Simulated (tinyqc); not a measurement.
Band edges of strained Si(1-x)Ge(x) on relaxed Si(1-y)Ge(y), step by step. Values are carried at full precision from step to step, so a last printed digit may differ when a step is redone from the rounded ones.

Values are linear in the Ge fraction but for ED(x) = linear - CD x (1 - x) and a(x) = linear - Ca x (1 - x). Energies are on the common scale of Ev.

Inputs chosen for the exercise (end members near Si and Ge, in this order; shifted at random, so the results belong to these values and not to a real crystal):
- a = (5.426, 5.658) angstrom (lattice constant)
- Dso = (0.044, 0.292) eV (spin-orbit splitting)
- av = (2.42, 1.25) eV (valence hydrostatic potential)
- b = (-2.13, -2.56) eV (tetragonal shear potential)
- d = (-4.84, -5.3) eV (trigonal shear potential)
- C11 = (164.9, 128.1) GPa
- C12 = (63.9, 48.5) GPa
- C44 = (80.4, 67) GPa
- Ev = (0, 0.64) eV (top of the unstrained valence band)
- ED = (1.169, 0.926) eV (gap to the Delta valleys)
- EL = (2.035, 0.729) eV (gap to the L valleys)
- aD = (1.67, 1.26) eV (hydrostatic potential of the Delta gap)
- aL = (-3.41, -3.02) eV (hydrostatic potential of the L gap)
- XuD = (8.93, 9.44) eV (uniaxial potential, Delta)
- XuL = (16.54, 14.81) eV (uniaxial potential, L)
- CD = 0.224 eV (bowing of the Delta gap)
- Ca = 0.024 angstrom (bowing of the lattice constant)
- x = 0 (Ge fraction of the layer)
- y = 0.36 (Ge fraction of the relaxed buffer)
- face = 001 (growth face)

## Values of the layer and the buffer

Interpolate at x and at y.

Interpolated values (a in angstrom, C11, C12, C44 in GPa, all else in eV):
```
symbol,layer,buffer
a,5.4260,5.5040
Dso,0.0440,0.1333
av,2.4200,1.9988
b,-2.1300,-2.2848
d,-4.8400,-5.0056
C11,164.9000,151.6520
C12,63.9000,58.3560
C44,80.4000,75.5760
Ev,0.0000,0.2304
ED,1.1690,1.0299
EL,2.0350,1.5648
aD,1.6700,1.5224
aL,-3.4100,-3.2696
XuD,8.9300,9.1136
XuL,16.5400,15.9172
```

## Strain of the layer on a (001) buffer

Coherent growth on a (001) face: e_par = (a(y) - a(x))/a(x), e_perp = -2 (C12/C11) e_par; exx = eyy = e_par, ezz = e_perp, no shear.

Use the elastic constants of the layer.

e_par = 0.014373
e_perp = -0.011140

strain tensor in the cubic axes:
```
,x,y,z
x,0.014373,0.000000,0.000000
y,0.000000,0.014373,0.000000
z,0.000000,0.000000,-0.011140
```

The layer is under tension in the plane; its volume changes by +1.761 %.

## Conduction valleys of the layer

A valley with unit axis u lies at Ev + gap + (av + a_valley) tr(e) + Xu (u.e.u - tr(e)/3); the Delta axes are x, y, z and the L axes [111], [1-1-1], [-11-1], [-1-11]. The second-order shift of the Delta valleys under shear is left out; it lowers the pair normal to the sheared plane by tens of meV at a shear of 1 %.

Give the hydrostatic shifts, the uniaxial shifts and the edges.

hydrostatic shifts of Delta and L (eV): 0.0720  -0.0174

uniaxial shifts (eV): Delta x 0.0759, Delta y 0.0759, Delta z -0.1519, L [111] 0.0000, L [1-1-1] 0.0000, L [-11-1] 0.0000, L [-1-11] 0.0000

valley edges (eV): Delta x 1.3170, Delta y 1.3170, Delta z 1.0891, L [111] 2.0176, L [1-1-1] 2.0176, L [-11-1] 2.0176, L [-1-11] 2.0176

The lowest set is Delta2 (the digit counts whole valleys) at 1.0891 eV; the Delta valleys spread over 228 meV and the L valleys over 0 meV.

## Valence edges of the layer

Valence edges: Ev plus the levels of the 6 x 6 matrix of X, Y, Z times spin with -Dso/3 + l exx + m (eyy + ezz) on the diagonal (cyclic), n exy off it, l = av + 2 b, m = av - b, n = sqrt(3) d. Spin-orbit term (Dso/3) L.sigma on X, Y, Z with (L_k)_ij = -i epsilon_kij: <X+|H|Y+> = -i Dso/3, <X+|H|Z-> = Dso/3, <Y+|H|Z-> = -i Dso/3, <Z+|H|X-> = -Dso/3, <Z+|H|Y-> = i Dso/3, <X-|H|Y-> = i Dso/3, and their conjugates; + and - are the spin along z.

Give the strain block and the three twofold edges.

strain block (eV), lower triangle:
```
,X,Y,Z
X,-0.0117
Y,0,-0.0117
Z,0,0,0.1513
```

edges from the top (eV): 0.1390  -0.0117  -0.0435

The top two edges are split by 151 meV.

## Gap and offsets against the buffer

Buffer: Ev(y) and Ec = Ev(y) + min(ED, EL). dEc = Ec(buffer) - Ec(layer), dEv = Ev(layer) - Ev(buffer); positive values confine the carrier in the layer; type I if both have one sign.

gap of the strained layer = 0.9501 eV
gap of the buffer = 1.0299 eV
dEc = 0.1712 eV
dEv = -0.0914 eV

Type II: electrons collect in the layer (171 meV) and holes in the buffer (91 meV). The relaxed layer would have a gap of 1.169 eV, so strain has moved it by -219 meV.

## Checks

- Mean of the three Delta edges against the hydrostatic shift alone (eV): both 1.24101.

Computed by tinyqc, a small Python program: `OMP_NUM_THREADS=1 python tinyqc.py 1051381 1051382 out.jsonl` (the numbers bound the seed that draws the inputs); one thread of a shared host (Intel(R) Xeon(R) Processor @ 2.30GHz), about 0.01 s for the whole set of steps.
